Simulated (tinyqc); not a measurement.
Coherent transport through a tight-binding region between two chains, step by step. One step of it, computed by the program tinyqc.

Task: Transmission at E = 0.86 eV. Surface Green function g = (E - i sqrt(4 t^2 - E^2)) / (2 t^2); self-energy tc^2 g on each contact site; G = (E - H - Sigma)^(-1); Gamma = -2 Im Sigma; T = Gamma_L Gamma_R |G_LR|^2; local density of states -Im G_ii / pi.

H of the central region (eV):
```
           1          2          3          4          5
1   0.000000  -1.290000   0.000000   0.000000  -1.290000
2  -1.290000   1.450000  -1.290000   0.000000   0.000000
3   0.000000  -1.290000   1.450000  -1.290000   0.000000
4   0.000000   0.000000  -1.290000   1.450000  -1.290000
5  -1.290000   0.000000   0.000000  -1.290000   0.000000
```

Leads: semi-infinite chains with site energy 0:
```
parameter                           value
lead hopping t (eV)              2.460000
coupling to the left lead (eV)   0.370000
coupling to the right lead (eV)  1.340000
left contact site                       1
right contact site                      2
```

E = 0.860000 eV

Give: g; G; local density of states; transmission.

Result:

g = 0.071-0.400i 1/eV

G (1/eV):
```
               1              2              3              4
1   0.477-0.124i   0.383-0.088i  -0.313-0.138i  -0.526+0.025i
2   0.383-0.088i   0.266-0.062i   0.506-0.095i  -0.035+0.019i
3  -0.313-0.138i   0.506-0.095i   0.542-0.197i   0.517+0.005i
4  -0.526+0.025i  -0.035+0.019i   0.517+0.005i   0.271-0.016i
5   0.073+0.149i  -0.522+0.104i  -0.305+0.199i   0.382-0.012i

               5
1   0.073+0.149i
2  -0.522+0.104i
3  -0.305+0.199i
4   0.382-0.012i
5   0.480-0.205i
```

local density of states (1/eV): 0.039  0.020  0.063  0.005  0.065

transmission = 0.024
